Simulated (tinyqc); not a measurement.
Inside a calculation. Method: inverse iteration on a symmetric matrix. One step of it, computed by the program tinyqc.

Task: Step 2. solve (A - shift) w = v; v' = w/|w| with its largest component positive (the first on a tie); lambda = v'^T A v'.

A:
$$\begin{pmatrix}
0.740000 & 0.623000 & -0.395000 & 0.437000 & -0.653000 & -0.648000 \\
0.623000 & 1.212000 & 0.787000 & -0.384000 & -0.429000 & 0.634000 \\
-0.395000 & 0.787000 & 2.465000 & -0.054000 & 0.778000 & -0.243000 \\
0.437000 & -0.384000 & -0.054000 & 3.410000 & 0.530000 & 0.986000 \\
-0.653000 & -0.429000 & 0.778000 & 0.530000 & 3.911000 & 0.240000 \\
-0.648000 & 0.634000 & -0.243000 & 0.986000 & 0.240000 & 4.871000
\end{pmatrix}$$

vector after step 1: [0.320988, 0.860028, -0.111056, 0.199320, 0.324047, -0.015820]

shift = 0.420000

Give: vector after step 2; Rayleigh quotient after step 2.

Result:

vector after step 2: [0.8577, 0.3600, -0.1303, -0.1094, 0.3175, 0.0708]

Rayleigh quotient after step 2 = 0.9474
